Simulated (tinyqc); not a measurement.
Inside a calculation. Method: tight binding, kagome lattice. One step of it, computed by the program tinyqc.

Task: Bloch Hamiltonian at K. H_AB = -t1 - t2 exp(-i k.a1), H_AC = -t1 - t2 exp(-i k.a2), H_BC = -t1 - t2 exp(i k.(a1 - a2)), H_CC = delta.

Parameters chosen for this model:
```
parameter,value,unit
t1,1.680000,"eV, up triangles"
t2,0.320000,"eV, down triangles"
delta,0,eV on site C
```

k point K (fractions of the reciprocal vectors): 0.333333  0.666667

Give: H(k) at K.

Result:

H(k) at K (eV):
```
,A,B,C
A,0.0000,-1.5200+0.2771i,-1.5200-0.2771i
B,-1.5200-0.2771i,0.0000,-1.5200+0.2771i
C,-1.5200+0.2771i,-1.5200-0.2771i,0.0000
```
